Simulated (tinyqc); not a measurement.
Extended Hueckel theory, for H3+, step by step. The parameters take no account of the charge, which enters only through the electron count. One step of it, computed by the program tinyqc.

Problem. Orbitals. Solve H C = S C e through S^(-1/2); fill by pairs from the bottom, a degenerate level sharing its electrons equally; each orbital has its largest coefficient positive (the first on a tie).

H (eV), lower triangle:
```
            1H 1s       2H 1s       3H 1s
1H 1s  -13.600000
2H 1s  -10.144029  -13.600000
3H 1s   -9.275961   -3.448397  -13.600000
```

overlap S, lower triangle:
```
          1H 1s     2H 1s     3H 1s
1H 1s  1.000000
2H 1s  0.497256  1.000000
3H 1s  0.454704  0.169039  1.000000
```

valence electrons = 2

Give: orbital energies; occupations; coefficients; sum of one-electron energies.

Solution.

orbital energies (eV): -16.5437  -12.2243  -3.6058

occupations: 2.0000  0.0000  0.0000

coefficients:
```
          MO1      MO2      MO3
1H 1s  0.4983  -0.0280   1.1776
2H 1s  0.4104  -0.7345  -0.7923
3H 1s  0.3877   0.8136  -0.6747
```

sum of one-electron energies = -33.0875 eV
